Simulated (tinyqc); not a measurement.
# Worked calculation: thermionic-field emission through a Schottky barrier, WKB

Numbers from tinyqc (`OMP_NUM_THREADS=1 python tinyqc.py 2640016 2640017 out.jsonl`; about 0.04 s on one thread of a shared Intel Xeon 2.30GHz). Printed values are rounded.

Metal on an n-type semiconductor with one parabolic valley; V > 0 is forward bias (metal positive). Energies E are counted from the conduction edge of the neutral semiconductor, whose Fermi level lies at -xi; that of the metal lies at -xi - V. The barrier is a parabola of height Vd = phi - xi - V (depletion approximation, no image force).

Inputs (values chosen for the exercise); band and dielectric values close to those of gallium nitride: temperature T = 350 K; electron mass me = 0.202 m0; relative permittivity eps_r = 9.65; barrier height seen from the metal phi = 0.35 eV; donor density Nd = 1.2e19 cm^-3; bias V = 0.12 V; points of the energy grid nE = 13; upper end of the energy grid Eb = 0.46 eV.

Constants: q = 1.602176634e-19 C, kB = 1.380649e-23 J/K, hbar = 1.054571817e-34 J s, h = 6.62607015e-34 J s, m0 = 9.1093837015e-31 kg, Vt = kB T/q, eps0 = 8.8541878128e-14 F/cm where lengths are in cm. Results are converted to the units shown.

Range of the model: The depletion approximation, a parabolic band and the neglect of image-force lowering make these currents estimates at high doping.

## Fermi level, barrier and E00

Nc = 2 (2 pi me m0 kB T/h^2)^1.5 (times 1e-6 for cm^-3); Nd = Nc F12(-xi/Vt), F12(x) = (2/sqrt(pi)) int_0^infinity sqrt(u)/(1 + exp(u - x)) du; E00 = (hbar/2) sqrt(Nd/(me m0 eps0 eps_r)) in SI units (volts). W = sqrt(2 eps0 eps_r Vd/(q Nd)).

Nc = 2.870908e18 cm^-3
xi = -0.08539112 eV
Vd = 0.3153911 V
W = 5.294585 nm
E00 = 46.06580 meV
E00/Vt = 1.527347

By a common rule of thumb, E00/Vt below 0.5 marks thermionic emission, 0.5 to 5 thermionic-field emission and above 5 field emission. By that rule alone: thermionic-field emission; with a high barrier, tunnelling near its top can carry most of the current even below 0.5.

## Current density on a coarse grid

For E < Vd, ln T(E) = -(Vd/E00) [sqrt(1 - y) - y ln((1 + sqrt(1 - y))/sqrt(y))], y = E/Vd; T(E) = 1 above. J = A* T (q/kB) int_0^infinity T(E) N(E) dE, N = ln[(1 + exp((-xi - E)/Vt))/(1 + exp((-xi - V - E)/Vt))], A* = 4 pi q me m0 kB^2/h^3 (times 1e-4 for A/(cm^2 K^2)). Simpson's rule on nE equally spaced points from 0 to Eb.

| point | E (eV) | T(E) | N | T(E) N |
|---|---|---|---|---|
| 0 | 0.0000000 | 0.001063132 | 2.612792 | 0.002777743 |
| 1 | 0.0383333 | 0.006806713 | 1.665615 | 0.01133736 |
| 2 | 0.0766667 | 0.02380499 | 0.8235240 | 0.01960398 |
| 3 | 0.1150000 | 0.06491039 | 0.3112293 | 0.02020201 |
| 4 | 0.1533333 | 0.1483106 | 0.09798688 | 0.01453249 |
| 5 | 0.1916667 | 0.2927045 | 0.02851353 | 0.008346038 |
| 6 | 0.2300000 | 0.5052932 | 0.008085317 | 0.004085456 |
| 7 | 0.2683333 | 0.7622683 | 0.002275267 | 0.001734364 |
| 8 | 0.3066667 | 0.9791041 | 6.388895e-4 | 6.255393e-4 |
| 9 | 0.3450000 | 1 | 1.792890e-4 | 1.792890e-4 |
| 10 | 0.3833333 | 1 | 5.030452e-5 | 5.030452e-5 |
| 11 | 0.4216667 | 1 | 1.411365e-5 | 1.411365e-5 |
| 12 | 0.4600000 | 1 | 3.959734e-6 | 3.959734e-6 |

J = 3.122219e5 A/cm^2

The integrand peaks at E = 0.115 eV among these points, 0.36 of the barrier height. A converged quadrature gives 3.126e5 A/cm^2 (this grid is 0.11 % below that), of which 0.46 % passes over the barrier.
